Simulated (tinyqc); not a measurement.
Worked calculation: one-electron ion in a basis of Gaussians. One step of it, computed by the program tinyqc.

Task: Matrices over normalised Gaussians. With p = a_i + a_j and I(k) = Gamma((k+1)/2) / (2 p^((k+1)/2)): S = I(2l+2), T = (2l+3) a_i a_j S / p, V = -Z I(2l+1), each divided by sqrt(S_ii S_jj).

exponents of r^l exp(-a r^2) (1/bohr^2): 0.388600  1.599000  6.583000  27.090000  111.500000  459.000000

Z = 6

l = 1

Give: S; T; V.

Result:

S:
```
        1       2       3       4       5       6
1  1.0000  0.5603  0.1426  0.0271  0.0047  0.0008
2  0.5603  1.0000  0.5601  0.1426  0.0271  0.0047
3  0.1426  0.5601  1.0000  0.5603  0.1426  0.0271
4  0.0271  0.1426  0.5603  1.0000  0.5602  0.1426
5  0.0047  0.0271  0.1426  0.5602  1.0000  0.5601
6  0.0008  0.0047  0.0271  0.1426  0.5601  1.0000
```

T (hartree):
```
        1       2        3        4         5          6
1  0.9715  0.8759   0.2616   0.0519    0.0092     0.0016
2  0.8759  3.9975   3.6029   1.0765    0.2135     0.0378
3  0.2616  3.6029  16.4575  14.8365    4.4331     0.8792
4  0.0519  1.0765  14.8365  67.7250   61.0481    18.2362
5  0.0092  0.2135   4.4331  61.0481  278.7500   251.2449
6  0.0016  0.0378   0.8792  18.2362  251.2449  1147.5000
```

V (hartree):
```
         1        2         3         4         5          6
1  -3.9791  -3.5655   -1.6995   -0.6412   -0.2267    -0.0789
2  -3.5655  -8.0715   -7.2312   -3.4473   -1.3004    -0.4597
3  -1.6995  -7.2312  -16.3773  -14.6746   -6.9958    -2.6387
4  -0.6412  -3.4473  -14.6746  -33.2227  -29.7667   -14.1884
5  -0.2267  -1.3004   -6.9958  -29.7667  -67.4012   -60.3863
6  -0.0789  -0.4597   -2.6387  -14.1884  -60.3863  -136.7529
```
